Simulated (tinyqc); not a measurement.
## Admittance spectroscopy of a deep trap: admittance against temperature

Schottky contact on an n-type layer with shallow donors Nd (all ionised) and a donor-like deep trap, neutral when filled and positive when empty; depletion approximation. Traps within lam of the depletion edge stay filled. The traps at xt = W - lam, where the level crosses the Fermi level, follow a slow signal and not a fast one. w = 2 pi f.

Emission rate en = sn vth(T) Nc(T) exp(-Et/kB T) = sn g T^2 exp(-Et/kB T), g = vth Nc/(300 K)^2, as vth goes as T^0.5 and Nc as T^1.5 (degeneracy factor 1). lam = sqrt(2 eps0 eps_r (EF - ET)/(q Nd)), EF - ET = Et - (kB T/q) ln(Nc(T)/Nd), Nc(T) = Nc (T/300 K)^1.5. In the steady state at the band bending V, 2 eps0 eps_r V/q = Nd W^2 + Nt (W - lam)^2 (the second term only if W > lam). V = Vbi + Vr. C_HF = eps0 eps_r/W, C_LF = eps0 eps_r (Nd + Nt)/(Nd W + Nt xt). Inflection frequency w0 = 2 en [1 + Nt xt/(Nd W)]; C = C_HF + (C_LF - C_HF)/(1 + (w/w0)^2), G/w = (C_LF - C_HF)(w/w0)/(1 + (w/w0)^2).

Values chosen for this exercise; material values those of a made-up semiconductor:
- eps_r = 9.72 (relative permittivity)
- Nc = 2.67e19 cm^-3 (conduction-band density of states at 300 K)
- vth = 2.1e7 cm/s (thermal velocity at 300 K)
- Nd = 1.9e16 cm^-3 (shallow donor density)
- Vbi = 0.72 V (built-in voltage)
- Et = 0.27 eV (depth of the trap below the conduction edge)
- sn = 1.4e-15 cm^2 (capture cross-section)
- Nt = 5.7e15 cm^-3 (trap density)
- Vr = 0.8 V (reverse bias)
- f = 1000 Hz (signal frequency)

Constants: q = 1.602176634e-19 C, kB = 1.380649e-23 J/K, eps0 = 8.8541878128e-14 F/cm where lengths are in cm. Results are converted to the units shown.

Admittance against temperature:
```
T (K)	w0/(2 pi) (Hz)	C (nF/cm^2)	G/w (nF/cm^2)
141	14.637	31.009	0.043492
148	46.180	31.036	0.13538
155	131.92	31.102	0.37637
162	345.53	31.382	0.88498
168	742.14	32.104	1.3571
175	1699.9	33.200	1.2231
182	3665.0	33.716	0.70105
189	7486.8	33.846	0.35718
196	14573	33.869	0.18319
203	27163	33.865	0.097118
210	48689	33.854	0.053380
```

What does the comparison show?

G/w goes from 0.0435 through a maximum of 1.36 (at T = 168 K among the rows listed) to 0.0534 nF/cm^2, where w0 passes the signal: w0/(2 pi) rises from 14.6 to 48700 Hz. C rises from 31.0 to 33.9 nF/cm^2.

tinyqc, about 0.01 s, one thread, Intel Xeon 2.30GHz (shared host): `OMP_NUM_THREADS=1 python tinyqc.py 2050114 2050115 out.jsonl`
